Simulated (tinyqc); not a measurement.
## Capacitances against the line height

Endless row of lines of width wl, height tl and space sl between grounded planes at distance hd; e2 fills the gaps beside the lines, e1 the rest. Laplace's equation is solved on meshes of 3, 6 and 12 steps per unit u and extrapolated (Aitken), which is good to about 0.2 %. C_even (all lines at 1 V) is the capacitance Cg to the planes; C_odd (neighbours in antiphase) = Cg + 4 Cc if only nearest neighbours couple, which defines Cc; total with quiet neighbours Cg + 2 Cc. Plate values 2 eps0 e1 wl/hd and eps0 e2 tl/sl.

Values chosen for this exercise:
```
symbol,value,unit,meaning
e1,4.2,,relative permittivity above and below the lines
e2,7,,relative permittivity between the lines
wl,4,u,"line width, in units u"
sl,8,u,space between lines
hd,4,u,distance to each plane
```

Constants: eps0 = 8.8541878128e-12 F/m. Results are converted to the units shown.

The same in every row: plate Cg (aF/um) = 74.4.

Result of one run:

| Cg (aF/um) | Cc (aF/um) | Cg + 2 Cc (aF/um) | C_odd (aF/um) | plate Cc (aF/um) | share of coupling, 2 Cc/(Cg + 2 Cc) (%) |
|---|---|---|---|---|---|
| 192 | 116 | 424 | 656 | 124 | 54.7 |

Which line height tl gave this result: 2, 4, 12 or 16 u?

tl = 16 u.

The whole series:

| tl (u) | Cg (aF/um) | Cc (aF/um) | Cg + 2 Cc (aF/um) | C_odd (aF/um) | plate Cc (aF/um) | share of coupling, 2 Cc/(Cg + 2 Cc) (%) |
|---|---|---|---|---|---|---|
| 2 | 173 | 11.8 | 197 | 220 | 15.5 | 12.0 |
| 4 | 184 | 24.9 | 234 | 284 | 31.0 | 21.3 |
| 6 | 189 | 39.3 | 267 | 346 | 46.5 | 29.4 |
| 8 | 191 | 54.3 | 299 | 408 | 62.0 | 36.3 |
| 12 | 192 | 85.0 | 362 | 532 | 93.0 | 47.0 |
| 16 | 192 | 116 | 424 | 656 | 124 | 54.7 |

As tl goes from 2 to 16, Cg rises from 173 to 192 aF/um, Cc rises from 11.8 to 116 aF/um and the share of coupling rises from 12.0 to 54.7 %. Cg is 2.33 times its plate value in the first row and 2.58 times in the last; for Cc the ratios are 0.761 and 0.935. Neighbours in antiphase raise the load by a factor of 1.12 and 1.55 over quiet ones.

Numbers from tinyqc (`OMP_NUM_THREADS=1 python tinyqc.py 2790217 2790218 out.jsonl`; about 0.8 s on one thread of a shared Intel Xeon 2.30GHz).
